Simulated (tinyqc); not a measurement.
Inside a calculation. Model: spin coating of a resist or spin-on film: centrifugal thinning, evaporation and the final thickness (Emslie and Meyerhofer models). Computed by tinyqc, a small Python program that keeps every step. Command: `OMP_NUM_THREADS=1 python tinyqc.py 3110177 3110178 out.jsonl spincoat walk`. One thread of a shared host (Intel(R) Xeon(R) Processor @ 2.30GHz), about 0.07 s of CPU time with the checks. Intermediate numbers are printed to about 6 digits and carried at full precision; extremes and crossings named in words are read from the listed rows.

A Newtonian film stays uniform over the wafer; solvent and solids have the same density and the concentration is uniform through the thickness.

Inputs (values chosen for the exercise, of the order of those of a polymer resist in an ester solvent):
```
quantity,value,unit
solids volume fraction c0,0.31,-
kinematic viscosity of the solvent nu_s,0.94,mm^2/s
viscosity constant k,760,mm^2/s
viscosity exponent gamma,3,-
spin speed f,1000,rpm
evaporation rate at 1000 rpm e0,0.5,micrometre/s
starting thickness h0,300,micrometre
time t,5.4,s
wafer radius R,150,mm
shrinkage in the bake,3.9,%
```

## Rates

omega = 2 pi f/60; nu(c) = nu_s + k c^gamma; evaporation rate e = e0 sqrt(f/1000 rpm). Flow constant K = 2 omega^2/(3 nu(c0)); Reynolds number of the air omega R^2/nu_air with nu_air = 15 mm^2/s.

omega = 104.720 1/s

nu(c0) = 23.58116 mm^2/s

evaporation rate e = 0.5 micrometre/s

flow constant K = 3.10028e-04 1/(micrometre^2 s)

Reynolds number of the air = 157080

## Thinning without evaporation

dh/dt = -K h^3 gives h = h0/sqrt(1 + 2 K h0^2 t); for long times h = 1/sqrt(2 K t).

h(t) without evaporation = 17.2531 micrometre

long-time form = 17.2817 micrometre

time 1/(2 K h0^2) = 0.0179195 s

The long-time form is within 0.17 %: the starting thickness is forgotten.

## The two-stage estimate

Meyerhofer estimate: flow rules until (1 - c0) K h^3 = e, then evaporation alone: h_w = (e/((1 - c0) K))^(1/3), dry film c0 h_w.

wet thickness h_w = 13.2711 micrometre

dry film, estimate = 4114.04 nm

drying time (1 - c0) h_w/e = 18.3141 s

## First explicit step of the full model

Solids s and liquid l per area start at s = c0 h0, l = (1 - c0) h0. With h = h0 and c = c0: Q = K h^3, K = 2 omega^2/(3 nu); one Euler step of length dt = 0.01 h0/Q for s and l, ds/dt = -c Q, dl/dt = -(1 - c) Q - e.

Q = 8370.75 micrometre/s

dt = 3.58391e-04 s

s = 92.07 micrometre

l = 204.930 micrometre

Q/e at the start = 16741.5

## The full model

Full model for solids s and liquid l per area, h = s + l, c = s/h: ds/dt = -c Q, dl/dt = -(1 - c) Q - e, Q = 2 omega^2 h^3/(3 nu(c)); integrated adaptively (relative tolerance 1e-9) until l = 0. Dry film = s at l = 0, before the bake; film after the bake = s x (1 - shrinkage).

time to dry = 23.6356 s

dry film = 4561.00 nm

film after the bake = 4383.12 nm

## Course in time

Times are fractions of the time to dry.

History:
```
fraction,t (s),h (micrometre),c,nu (mm^2/s),Q/e,s (nm)
0.003,0.0709,134.742,0.310062,23.595,1.51596e+03,41778.3
0.010,0.2364,79.636,0.310324,23.652,3.12215e+02,24713.0
0.030,0.7091,47.092,0.311593,23.932,6.38068e+01,14673.6
0.100,2.3636,25.991,0.319601,25.751,9.96948e+00,8306.7
0.200,4.7271,18.327,0.337831,30.243,2.97596e+00,6191.3
0.350,8.2724,13.595,0.378624,42.191,8.70732e-01,5147.3
0.500,11.8178,10.885,0.438326,64.944,2.90403e-01,4771.4
0.700,16.5449,8.172,0.563328,136.802,5.83337e-02,4603.6
0.900,21.2720,5.748,0.794275,381.766,7.27189e-03,4565.1
```

Q/e drops below 1 between t = 4.7 and 8.3 s, when c has risen from 0.31 to about 0.379; after that row the solids fall by a further 11 %. The full model gives 1.11 times the two-stage estimate.

## Spin curve

The formulas are those given above.

Dry film against speed:
```
f (rpm),full model (nm),estimate (nm),time to dry (s)
500,6449.76,5818.13,47.2343
1000,4561.00,4114.04,23.6356
1500,3724.11,3359.10,15.7611
2000,3225.20,2909.06,11.8223
3000,2633.38,2375.24,7.8826
4000,2280.58,2057.02,5.9123
6000,1862.09,1679.55,3.9418
```

The full thickness goes as f^-0.500; the estimate as (e/omega^2)^(1/3) = f^(-1/2). The time to dry goes as f^-1.00. A thickness window of 1 % allows a speed error of about 2 %.

Checks made by the program: constant-viscosity run against c0 h0 exp(-int K h^2 dt) (relative difference 7e-06).
